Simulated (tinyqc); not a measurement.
Via and link resistance from two via chains.

Inverse problem. A chain of 5000 vias joined by 5000 metal links has R = 5000 (Rv + Rlink), with Rlink proportional to the link length. Find Rv, Rlink for length L, and the value of Rv that the short chain would give if the links were ignored.

resistance of chains of 5000 links with link lengths L and 3 L (ohm): 2.805e5  3.015e5

Solution. R per link is a straight line in the link length; its intercept at zero length is Rv.

Rv = 54.00 ohm
Rlink = 2.100 ohm
Rv without correction = 56.10 ohm

Program tinyqc, `OMP_NUM_THREADS=1 python tinyqc.py 2750017 2750018 out.jsonl`; Intel Xeon 2.30GHz, shared host, one thread, about 0.01 s.
